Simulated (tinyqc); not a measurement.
Heat flow across a film from the phonon Boltzmann equation in the relaxation-time approximation: one step, computed by the program tinyqc. Command: `OMP_NUM_THREADS=1 python tinyqc.py 3028312 3028313 out.jsonl slabbte walk`. One thread of a shared host (Intel(R) Xeon(R) Processor @ 2.30GHz), about 0.01 s of CPU time with the checks.

Two black walls, hot at x = 0 and cold at x = L, emit phonons isotropically. For one free path Lambda, with tau = x/Lambda, tau_L = L/Lambda and phi = (T - T_cold)/Delta T, energy balance gives phi(tau) = (1/2) [E2(tau) + int_0^tau_L phi(s) E1(|tau - s|) ds]; E_n are the exponential integrals. The flux over the ballistic flux C v Delta T/4 is psi = 1 - 2 int_0^tau_L phi(s) E2(s) ds, and kappa_eff/kappa = (3/4) tau_L psi. kappa = C v Lambda/3 is an input, so at fixed kappa a longer free path means a smaller C v.

Problem. The small linear system for Lambda_1. Cut the film into n equal cells with constant phi, collocated at the centres c_i: the kernel integrates to A_ij = |E2(|c_i - e_j|) - E2(|c_i - e_(j+1)|)|/2 for cell edges e_j, and A_ii = 1 - E2(half a cell); solve (1 - A) phi = E2(c)/2; psi = 1 - 2 sum_j phi_j [E3(e_j) - E3(e_(j+1))].

Inputs (values chosen for the exercise, modelled on diamond): film thickness L = 220 nm; free path Lambda_1 = 360 nm; cells n in the small system = 5.

Give: optical thickness tau_L; 1 - A; right-hand side E2(c)/2; flux weights E3(e_j) - E3(e_(j+1)).

Solution.

optical thickness tau_L = 0.6111

1 - A:
```
,1,2,3,4,5
1,0.8015,-0.1032,-0.0655,-0.0468,-0.0352
2,-0.1032,0.8015,-0.1032,-0.0655,-0.0468
3,-0.0655,-0.1032,0.8015,-0.1032,-0.0655
4,-0.0468,-0.0655,-0.1032,0.8015,-0.1032
5,-0.0352,-0.0468,-0.0655,-0.1032,0.8015
```

right-hand side E2(c)/2: [0.4008, 0.2976, 0.2321, 0.1852, 0.1500]

flux weights E3(e_j) - E3(e_(j+1)): [0.09933, 0.07309, 0.05691, 0.04540, 0.03676]
